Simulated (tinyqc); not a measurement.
Hopping conduction between localised states: one step, computed by the program tinyqc. Command: `OMP_NUM_THREADS=1 python tinyqc.py 3010740 3010741 out.jsonl hop walk`. One thread of a shared host (Intel(R) Xeon(R) Processor @ 2.30GHz), about 0.01 s of CPU time with the checks.

Energies are counted from the Fermi level. A small network shows the mechanism; the laws of an infinite system follow.

Problem. Critical path. Critical exponent s_c: the smallest value such that bonds with s_ij <= s_c connect site 1 with site 6.

Inputs (values chosen for the exercise, for a model impurity band): temperature T = 49 K.

Dimension: 2D.

s_ij:
$$\begin{pmatrix}
0.00000 & 6.57588 & 11.92633 & 18.51737 & 18.59920 & 21.44537 \\
6.57588 & 0.00000 & 11.11377 & 17.51746 & 17.50869 & 20.36769 \\
11.92633 & 11.11377 & 0.00000 & 7.96669 & 9.01471 & 12.91836 \\
18.51737 & 17.51746 & 7.96669 & 0.00000 & 7.98689 & 13.32107 \\
18.59920 & 17.50869 & 9.01471 & 7.98689 & 0.00000 & 8.12858 \\
21.44537 & 20.36769 & 12.91836 & 13.32107 & 8.12858 & 0.00000
\end{pmatrix}$$

Give: critical exponent s_c.

Solution.

critical exponent s_c = 11.11
